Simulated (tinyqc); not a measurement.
Leaving out one process at a time: Debye-Callaway model of lattice thermal conductivity. Computed by tinyqc, a small Python program. Command: `OMP_NUM_THREADS=1 python tinyqc.py 3009645 3009646 out.jsonl callaway walk`. One thread of a shared host (Intel(R) Xeon(R) Processor @ 2.30GHz), about 0.01 s of CPU time with the checks.

Three acoustic branches with one velocity v, cut at omega_D = k_B Theta/hbar; x = hbar omega/(k_B T). v and Theta are separate inputs: Theta cuts off the heat-carrying modes, so C need not reach 3 k_B/V. gamma is an effective value that sets the umklapp rate. Heat flows along the wire.

Inputs (values chosen for the exercise, modelled on boron arsenide):

| quantity | value | unit |
|---|---|---|
| sound velocity v | 5550 | m/s |
| Debye temperature Theta | 684 | K |
| volume per atom V | 13.6 | angstrom^3 |
| mean atomic mass M | 42.9 | u |
| effective Grueneisen parameter gamma | 0.862 | - |
| umklapp exponent divisor b | 3 | - |
| mass variance Gamma | 2.1e-05 | - |
| wire diameter D | 4.2 | micrometre |
| specularity p | 0.2 | - |
| temperature T | 400 | K |

Sample: wire. Point defects: isotopes. Normal processes: left out.

Constants: k_B = 1.380649e-23 J/K; hbar = 1.054571817e-34 J s; u = 1.6605390666e-27 kg.

Method:
- Gamma is given directly by the isotope mixture. A = V Gamma/(4 pi v^3).
- Rates: point defects A omega^4; umklapp B omega^2 T exp(-Theta/(b T)) with B = hbar gamma^2/(M v^2 Theta). Boundaries: v/Lambda_B with Lambda_B = D (1 + p)/(1 - p).
- kappa_1 = c int tau_C g dx, g = x^4 e^x/(e^x - 1)^2, c = (k_B/(2 pi^2 v)) (k_B T/hbar)^3, over 0 < x < min(Theta/T, 40), by 96 Gauss-Legendre points in s with x = x_max s^2; tau_C = tau_R, the inverse of the summed rates, and kappa = kappa_1.

Rayleigh coefficient A = 1.32944e-46 s^3

Conductivity at T:

| case | kappa (W/(m K)) | ratio to all |
|---|---|---|
| all processes | 727.54 | 1 |
| without point defects | 750.11 | 1.0310 |
| without boundaries | 860.54 | 1.1828 |
| without umklapp | 9413.4 | 12.939 |

What follows from these numbers?

Removing umklapp raises kappa most, by a factor 12.9; removing point defects gives only 1.03.
